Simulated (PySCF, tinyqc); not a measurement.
RHF in the sto-6g basis, for H6, spin multiplicity 1, step by step. The lowest restricted solution is unstable here: a spin-polarised one lies 0.0188 hartree lower (PySCF). One step of it, computed by the program tinyqc.

Question. Iteration 1: building the Fock matrix. J_ij = sum D_kl (ij|kl), K_ij = sum D_kl (ik|jl); F = H + J - 0.5 K; E = tr D H + tr D J / 2 - 0.25 tr D K + E_nn.

D at the start, order 1H 1s, 2H 1s, 3H 1s, 4H 1s, 5H 1s, 6H 1s:
```
[[2.074252, -1.251272, 0.369697, 0.743382, -0.887227, 0.443484],
 [-1.251272, 1.026588, -0.574347, -0.663941, 0.071835, 0.186780],
 [0.369697, -0.574347, 0.521133, 0.407891, 0.423930, -0.543366],
 [0.743382, -0.663941, 0.407891, 0.446926, 0.100582, -0.095551],
 [-0.887227, 0.071835, 0.423930, 0.100582, 1.441037, -0.402593],
 [0.443484, 0.186780, -0.543366, -0.095551, -0.402593, 2.016502]]
```

core Hamiltonian H = T + V (hartree), order 1H 1s, 2H 1s, 3H 1s, 4H 1s, 5H 1s, 6H 1s:
```
[[-1.571502, -0.941387, -0.223150, -0.034018, -0.004422, -0.000412],
 [-0.941387, -1.963657, -1.094554, -0.235959, -0.037648, -0.004422],
 [-0.223150, -1.094554, -2.084294, -1.065912, -0.235959, -0.034018],
 [-0.034018, -0.235959, -1.065912, -2.084294, -1.094554, -0.223150],
 [-0.004422, -0.037648, -0.235959, -1.094554, -1.963657, -0.941387],
 [-0.000412, -0.004422, -0.034018, -0.223150, -0.941387, -1.571502]]
```

Two-electron integrals (ij|kl) in chemists' order, unique and non-zero (hartree):
```
(11|11) 0.774999   (21|11) 0.266657   (21|21) 0.121503   (22|11) 0.447307
(22|21) 0.266657   (22|22) 0.774999   (31|11) 0.041540   (31|21) 0.021041
(31|22) 0.053460   (31|31) 0.004265   (32|11) 0.150558   (32|21) 0.091182
(32|22) 0.283563   (32|31) 0.022071   (32|32) 0.135413   (33|11) 0.244956
(33|21) 0.145097   (33|22) 0.459558   (33|31) 0.041540   (33|32) 0.283563
(33|33) 0.774999   (41|11) 0.004715   (41|21) 0.002450   (41|22) 0.006451
(41|31) 0.000540   (41|32) 0.002982   (41|33) 0.006451   (41|41) 0.000076
(42|11) 0.023616   (42|21) 0.013744   (42|22) 0.041540   (42|31) 0.003520
(42|32) 0.022071   (42|33) 0.053460   (42|41) 0.000540   (42|42) 0.004265
(43|11) 0.086963   (43|21) 0.048730   (43|22) 0.145097   (43|31) 0.013744
(43|32) 0.091182   (43|33) 0.266657   (43|41) 0.002450   (43|42) 0.021041
(43|43) 0.121503   (44|11) 0.162619   (44|21) 0.086963   (44|22) 0.244956
(44|31) 0.023616   (44|32) 0.150558   (44|33) 0.447307   (44|41) 0.004715
(44|42) 0.041540   (44|43) 0.266657   (44|44) 0.774999   (51|11) 0.000475
(51|21) 0.000253   (51|22) 0.000685   (51|31) 0.000059   (51|32) 0.000334
(51|33) 0.000761   (51|41) 0.000009   (51|42) 0.000065   (51|43) 0.000317
(51|44) 0.000679   (51|51) 1.07e-06   (52|11) 0.003086   (52|21) 0.001742
(52|22) 0.005119   (52|31) 0.000448   (52|32) 0.002783   (52|33) 0.006957
(52|41) 0.000073   (52|42) 0.000584   (52|43) 0.003064   (52|44) 0.006957
(52|51) 0.000009   (52|52) 0.000088   (53|11) 0.015587   (53|21) 0.008430
(53|22) 0.024070   (53|31) 0.002285   (53|32) 0.014585   (53|33) 0.041540
(53|41) 0.000419   (53|42) 0.003566   (53|43) 0.021041   (53|44) 0.053460
(53|51) 0.000059   (53|52) 0.000584   (53|53) 0.004265   (54|11) 0.065064
(54|21) 0.033815   (54|22) 0.091985   (54|31) 0.008780   (54|32) 0.053688
(54|33) 0.150558   (54|41) 0.001702   (54|42) 0.014585   (54|43) 0.091182
(54|44) 0.283563   (54|51) 0.000265   (54|52) 0.002783   (54|53) 0.022071
(54|54) 0.135413   (55|11) 0.122722   (55|21) 0.062290   (55|22) 0.164642
(55|31) 0.015587   (55|32) 0.091985   (55|33) 0.244956   (55|41) 0.002895
(55|42) 0.024070   (55|43) 0.145097   (55|44) 0.459558   (55|51) 0.000475
(55|52) 0.005119   (55|53) 0.041540   (55|54) 0.283563   (55|55) 0.774999
(61|11) 0.000033   (61|21) 0.000018   (61|22) 0.000051   (61|31) 4.47e-06
(61|32) 0.000027   (61|33) 0.000064   (61|41) 7.10e-07   (61|42) 0.000006
(61|43) 0.000028   (61|44) 0.000064   (61|51) 9.16e-08   (61|52) 8.43e-07
(61|53) 0.000006   (61|54) 0.000027   (61|55) 0.000051   (61|61) 8.24e-09
(62|11) 0.000302   (62|21) 0.000166   (62|22) 0.000475   (62|31) 0.000043
(62|32) 0.000265   (62|33) 0.000679   (62|41) 0.000007   (62|42) 0.000059
(62|43) 0.000317   (62|44) 0.000761   (62|51) 9.76e-07   (62|52) 0.000009
(62|53) 0.000065   (62|54) 0.000334   (62|55) 0.000685   (62|61) 9.16e-08
(62|62) 1.07e-06   (63|11) 0.001982   (63|21) 0.001045   (63|22) 0.002895
(63|31) 0.000275   (63|32) 0.001702   (63|33) 0.004715   (63|41) 0.000050
(63|42) 0.000419   (63|43) 0.002450   (63|44) 0.006451   (63|51) 0.000007
(63|52) 0.000073   (63|53) 0.000540   (63|54) 0.002982   (63|55) 0.006451
(63|61) 7.10e-07   (63|62) 0.000009   (63|63) 0.000076   (64|11) 0.011519
(64|21) 0.005868   (64|22) 0.015587   (64|31) 0.001478   (64|32) 0.008780
(64|33) 0.023616   (64|41) 0.000275   (64|42) 0.002285   (64|43) 0.013744
(64|44) 0.041540   (64|51) 0.000043   (64|52) 0.000448   (64|53) 0.003520
(64|54) 0.022071   (64|55) 0.053460   (64|61) 4.47e-06   (64|62) 0.000059
(64|63) 0.000540   (64|64) 0.004265   (65|11) 0.048137   (65|21) 0.024030
(65|22) 0.062290   (65|31) 0.005868   (65|32) 0.033815   (65|33) 0.086963
(65|41) 0.001045   (65|42) 0.008430   (65|43) 0.048730   (65|44) 0.145097
(65|51) 0.000166   (65|52) 0.001742   (65|53) 0.013744   (65|54) 0.091182
(65|55) 0.266657   (65|61) 0.000018   (65|62) 0.000253   (65|63) 0.002450
(65|64) 0.021041   (65|65) 0.121503   (66|11) 0.097815   (66|21) 0.048137
(66|22) 0.122722   (66|31) 0.011519   (66|32) 0.065064   (66|33) 0.162619
(66|41) 0.001982   (66|42) 0.015587   (66|43) 0.086963   (66|44) 0.244956
(66|51) 0.000302   (66|52) 0.003086   (66|53) 0.023616   (66|54) 0.150558
(66|55) 0.447307   (66|61) 0.000033   (66|62) 0.000475   (66|63) 0.004715
(66|64) 0.041540   (66|65) 0.266657   (66|66) 0.774999
```

nuclear repulsion = 4.26110364 hartree

Give: Coulomb J; exchange K; Fock matrix F; total energy of this density.

Answer.

Coulomb J (hartree), order 1H 1s, 2H 1s, 3H 1s, 4H 1s, 5H 1s, 6H 1s:
```
[[1.861, 0.752, 0.150, 0.022, 0.003, 0.000],
 [0.752, 1.659, 0.757, 0.158, 0.026, 0.003],
 [0.150, 0.757, 1.748, 0.822, 0.183, 0.027],
 [0.022, 0.158, 0.822, 2.091, 1.030, 0.206],
 [0.003, 0.026, 0.183, 1.030, 2.477, 1.057],
 [0.000, 0.003, 0.027, 0.206, 1.057, 2.420]]
```

exchange K (hartree), order 1H 1s, 2H 1s, 3H 1s, 4H 1s, 5H 1s, 6H 1s:
```
[[1.077, 0.114, 0.012, 0.031, -0.043, 0.013],
 [0.114, 0.178, 0.022, -0.012, 0.000, 0.006],
 [0.012, 0.022, 0.411, 0.435, 0.221, -0.008],
 [0.031, -0.012, 0.435, 0.858, 0.662, 0.143],
 [-0.043, 0.000, 0.221, 0.662, 1.285, 0.699],
 [0.013, 0.006, -0.008, 0.143, 0.699, 1.519]]
```

Fock matrix F (hartree), order 1H 1s, 2H 1s, 3H 1s, 4H 1s, 5H 1s, 6H 1s:
```
[[-0.249, -0.246, -0.079, -0.027, 0.020, -0.007],
 [-0.246, -0.394, -0.349, -0.072, -0.012, -0.004],
 [-0.079, -0.349, -0.542, -0.462, -0.164, -0.003],
 [-0.027, -0.072, -0.462, -0.422, -0.396, -0.089],
 [0.020, -0.012, -0.164, -0.396, -0.129, -0.234],
 [-0.007, -0.004, -0.003, -0.089, -0.234, 0.089]]
```

total energy of this density = -1.16418 hartree
